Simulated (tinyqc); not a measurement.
# Input admittance of a MOSFET at zero drain bias: distributed channel and distributed gate: effects of single changes

Source and drain grounded, strong inversion, w = 2 pi f, Cox = eps0 eox/tox. The channel is an RC line of resistance 1/(mu Cox Vo) per square fed from both ends, so one finger has the intrinsic admittance y = i w Cox L tanh(g)/g per width, g = (1/2) sqrt(i w tau), tau = L^2/(mu Vo). The vertical resistance rv/L is in series with y, the overlaps 2 i w Cov in parallel: y_t = 1/(1/y + rv/L) + 2 i w Cov. The gate strip is a line of Rsh/L per length loaded by y_t, so a finger has Y = y_t Wf tanh(k)/k, k = (Wf/sd) sqrt(y_t Rsh/L); the device has Nf Y.

Inputs (values chosen for the exercise); values of the order met in silicon radio-frequency transistors:
- eox = 24.3 (relative permittivity of the gate insulator (close to zirconium oxide))
- tox = 7.2 nm (insulator thickness)
- L = 0.11 um (channel length)
- Wf = 9.7 um (finger width)
- Nf = 32 (number of fingers)
- mu = 200 cm^2/(V s) (channel mobility)
- Vo = 0.68 V (gate overdrive)
- Rsh = 27 ohm/square (sheet resistance of the gate)
- rv = 10 ohm um^2 (vertical resistivity of the gate stack)
- sd = 1 (number of ends at which a finger is contacted)
- Cov = 0.3 fF/um (overlap and fringe capacitance on each side)
- f = 1.6 GHz (frequency)

Constants: eps0 = 8.8541878128e-14 F/cm where lengths are in cm. Results are converted to the units shown.

Each table varies one quantity; the others keep the values above.

## Input impedance against frequency

Low-frequency limits, with c = Cox L and ct = c + 2 Cov: R_strip = Rsh Wf/(3 sd^2 L Nf), R_ch = (c/ct)^2 L/(12 mu Cox Vo Wf Nf), R_vert = (c/ct)^2 rv/(L Wf Nf), C = ct Wf Nf. Z = 1/(Nf Y) = R + 1/(i w C), Q = |Im Z|/R, far-point signal |1/cosh k|.

The same in every row: low-frequency R (ohm) = 25.06.

Result of one run:
```
f (GHz),w tau,|k|,R (ohm),C (fF),Q,signal at the far point
0.1,5.590e-4,0.2375,25.06,1206,52.64,0.9997
```

What becomes of these results when the frequency f is changed from 0.1 to 0.02 GHz, all else the same?

Result of the changed run:
```
f (GHz),w tau,|k|,R (ohm),C (fF),Q,signal at the far point
0.02,1.118e-4,0.1062,25.06,1207,263.2,1.000
```

The whole series:
```
f (GHz),w tau,|k|,R (ohm),C (fF),Q,signal at the far point
0.02,1.118e-4,0.1062,25.06,1207,263.2,1.000
0.04,2.236e-4,0.1502,25.06,1207,131.6,1.000
0.1,5.590e-4,0.2375,25.06,1206,52.64,0.9997
0.3,0.001677,0.4114,25.06,1206,17.56,0.9976
0.9,0.005031,0.7125,25.02,1200,5.891,0.9788
2,0.01118,1.062,24.86,1174,2.727,0.9063
6,0.03354,1.840,23.40,982.5,1.154,0.5757
20,0.1118,3.357,16.20,527.3,0.9313,0.1779
50,0.2795,5.293,10.42,336.8,0.9071,0.03958
```

R falls from 25.1 to 10.4 ohm and C falls from 1210 to 337 fF. Q goes as f^(-1.00) between the first two rows and f^(-0.03) between the last two, where w tau = 0.280 and |k| = 5.29. The low-frequency limits hold both R and C within 5 % up to f = 2 GHz among the rows.

## Dividing a fixed width into fingers

Total width Wf Nf = 310 um; each finger also has a contact resistance Rc at each contacted end, which adds Rc/(sd Nf). The resistances are low-frequency limits, good while |k| is below about 1; the far-point signal is |1/cosh k| at f, without Rc.

The same in every row: R_ch + R_vert (ohm) = 0.2617.

Result of one run:
```
Nf,Wf (um),R_strip (ohm),Rc/(sd Nf) for Rc = 30 ohm (ohm),sum (ohm),signal at the far point
64,4.844,6.192,0.4688,6.923,0.9955
```

What becomes of these results when the number of fingers Nf is changed from 64 to 1, all else the same?

Result of the changed run:
```
Nf,Wf (um),R_strip (ohm),Rc/(sd Nf) for Rc = 30 ohm (ohm),sum (ohm),signal at the far point
1,310.0,2.536e4,30.00,2.539e4,9.178e-10
```

The whole series:
```
Nf,Wf (um),R_strip (ohm),Rc/(sd Nf) for Rc = 30 ohm (ohm),sum (ohm),signal at the far point
1,310.0,2.536e4,30.00,2.539e4,9.178e-10
2,155.0,6341,15.00,6356,4.284e-5
4,77.50,1585,7.500,1593,0.009257
8,38.75,396.3,3.750,400.3,0.1357
16,19.38,99.08,1.875,101.2,0.5552
32,9.688,24.77,0.9375,25.97,0.9373
64,4.844,6.192,0.4688,6.923,0.9955
128,2.422,1.548,0.2344,2.044,0.9996
```

R_strip falls as 1/Nf^2, from 25400 to 1.55 ohm, the contact term as 1/Nf, and R_ch + R_vert stays at 0.262 ohm since the total width is fixed. The sum stays over 1.5 times that floor in every row. More fingers add wiring capacitance, which is left out.

Computed by the program tinyqc: `OMP_NUM_THREADS=1 python tinyqc.py 2262135 2262136 out.jsonl`, one thread of a shared Intel Xeon 2.30GHz, about 0.01 s for the whole run.
